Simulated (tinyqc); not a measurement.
Binary melting diagram from solution models of liquid and solid: one step, computed by the program tinyqc. Command: `OMP_NUM_THREADS=1 python tinyqc.py 3007355 3007356 out.jsonl melt walk`. One thread of a shared host (Intel(R) Xeon(R) Processor @ 2.30GHz), about 0.01 s of CPU time with the checks.

x is the fraction of B. In a phase with interaction L: mu_A = G_A + R T ln(1 - x) + L x^2, mu_B = G_B + R T ln x + L (1 - x)^2. Melting: G(liquid) - G(solid) = H (1 - T/T_m) for each pure component.

Task: The two liquidus branches. Liquid against pure solid A: T = (H_A + L_L x^2)/(H_A/T_A - R ln(1 - x)); against pure solid B: T = (H_B + L_L (1 - x)^2)/(H_B/T_B - R ln x). The higher branch is the stable one; a dash marks a branch without a positive root.

Inputs (values chosen for the exercise, for a model alloy):
```
quantity,value,unit
melting point T_A,1215,K
melting point T_B,875,K
heat of melting H_A,9.17,kJ/mol
heat of melting H_B,8.33,kJ/mol
liquid interaction L_L,-20,kJ/mol
```

Diagram: eutectic with pure solids.

Constants: R = 8.314462618 J/(mol K).

Give: Liquidus temperatures (K).

Result:

Liquidus temperatures (K):
```
x,branch A,branch B,first solid
0.05,1143.7,-,A
0.15,979.9,-,A
0.30,701.0,-,A
0.45,409.0,141.10,A
0.60,129.9,372.62,B
0.75,-,594.36,B
0.90,-,782.03,B
0.97,-,850.48,B
```
